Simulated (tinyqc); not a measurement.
Worked calculation: RKS/PBE in the sto-3g basis, for H3+, spin multiplicity 1. One step of it, computed by the program tinyqc.

Problem. Iteration 6 (converged): orbitals. Diagonalise F' = X^T F X, C = X C', fill 1 alpha and 1 beta electrons from the bottom; D = 2 C_occ C_occ^T. Each column has its largest component positive (the first on a tie).

converged F (hartree), lower triangle:
```
,1H 1s,2H 1s,3H 1s
1H 1s,-0.854913
2H 1s,-0.699239,-0.722785
3H 1s,-0.699239,-0.308918,-0.722785
```

X:
```
,1,2,3
1H 1s,1.659382,0.000000,0.461013
2H 1s,-1.025993,0.813535,0.372808
3H 1s,-1.025993,-0.813535,0.372808
```

Give: F' = X^T F X; orbital energies; coefficients C; D after iteration 6.

Solution.

F' = X^T F X (hartree), lower triangle:
```
,1,2,3
1,0.2357
2,0.0000,-0.5478
3,-0.0684,0.0000,-0.9492
```

orbital energies (hartree): MO1 -0.9531, MO2 -0.5478, MO3 0.2397

coefficients C:
```
,MO1,MO2,MO3
1H 1s,0.5556,0.0000,1.6302
2H 1s,0.3132,0.8135,-1.0457
3H 1s,0.3132,-0.8135,-1.0457
```

D after iteration 6, lower triangle:
```
,1H 1s,2H 1s,3H 1s
1H 1s,0.6174
2H 1s,0.3481,0.1962
3H 1s,0.3481,0.1962,0.1962
```
